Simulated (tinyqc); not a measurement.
Leakage through a gate insulator: direct, Fowler-Nordheim, trap-assisted and Poole-Frenkel currents: one step, computed by the program tinyqc. Command: `OMP_NUM_THREADS=1 python tinyqc.py 3022023 3022024 out.jsonl oxideleak walk`. One thread of a shared host (Intel(R) Xeon(R) Processor @ 2.30GHz), about 0.01 s of CPU time with the checks.

Electrons enter from the cathode Fermi level at x = 0; the conduction band of the insulator lies phi_b - e F x above it, F = V/t. WKB exponents use a parabolic band with mass m.

Question. One trap at several depths. For a level a distance phi(x) below the band, the WKB exponent is 2 int kappa dx with kappa = sqrt(m phi/(hbar^2/2m_0)); for a linear barrier from phi_1 down to phi_2 = max(phi_1 - e F d, 0) it is G = (4/3) sqrt(m/(hbar^2/2m_0)) (phi_1^(3/2) - phi_2^(3/2))/(e F). A trap at depth x lies phi_t below the band. Capture: tunnel at the cathode Fermi level from 0 to x (G_in from phi_1 = phi_b), rate nu_0 exp(-G_in - E_c/k_B T) with E_c = E_a + max(phi_b - phi_t - e F x, 0), the last term being the height of the trap above the cathode Fermi level. Emission: tunnel from the trap level to the anode (G_out from phi_1 = phi_t over t - x), rate nu_0 exp(-G_out - E_a/k_B T). Re-emission to the cathode follows from detailed balance, rate_back = rate_in exp(dE/k_B T) with dE = phi_b - phi_t - e F x. Each trap passes R = rate_in rate_out/(rate_in + rate_back + rate_out) electrons per second; filling from the anode is left out. Depths: t times 0.08, 0.2, 0.32, 0.44, 0.56, 0.68, 0.8 and 0.92, rounded to 0.01 nm.

Inputs (values chosen for the exercise, with an insulator like SiO2):

| quantity | value | unit |
|---|---|---|
| thickness t | 2.1 | nm |
| barrier phi_b | 3.02 | eV |
| tunnelling mass m | 0.43 | m_0 |
| voltage across the insulator V | 0.35 | V |
| trap depth phi_t | 1.6 | eV |
| attempt rate nu_0 | 1e+12 | 1/s |
| activation of capture E_a | 0.19 | eV |
| temperature T | 450 | K |

Constants: k_B = 8.617333262e-05 eV/K; hbar^2/(2 m_0) = 3.80998212 eV angstrom^2.

Give: Rates.

Answer.

Rates:

| x (nm) | G_in | G_out | E_c (eV) | rate in (1/s) | rate back (1/s) | rate out (1/s) | R (1/s) |
|---|---|---|---|---|---|---|---|
| 0.17 | 1.98 | 15.55 | 1.582 | 2.667e-07 | 1.028e+09 | 1.317e+03 | 3.416e-13 |
| 0.42 | 4.88 | 13.63 | 1.540 | 4.319e-08 | 5.684e+07 | 8.932e+03 | 6.785e-12 |
| 0.67 | 7.75 | 11.69 | 1.498 | 7.136e-09 | 3.207e+06 | 6.247e+04 | 1.363e-10 |
| 0.92 | 10.60 | 9.71 | 1.457 | 1.204e-09 | 1.847e+05 | 4.502e+05 | 8.534e-10 |
| 1.18 | 13.55 | 7.63 | 1.413 | 1.933e-10 | 9.702e+03 | 3.623e+06 | 1.927e-10 |
| 1.43 | 16.36 | 5.59 | 1.372 | 3.400e-11 | 5.829e+02 | 2.772e+07 | 3.400e-11 |
| 1.68 | 19.15 | 3.53 | 1.330 | 6.110e-12 | 3.577e+01 | 2.182e+08 | 6.110e-12 |
| 1.93 | 21.92 | 1.44 | 1.288 | 1.121e-12 | 2.242e+00 | 1.768e+09 | 1.121e-12 |

The most effective of these traps sits at 0.92 nm, 44 % of the way; where rate back exceeds rate out, re-emission drains the trap, and elsewhere the slower forward step limits R.
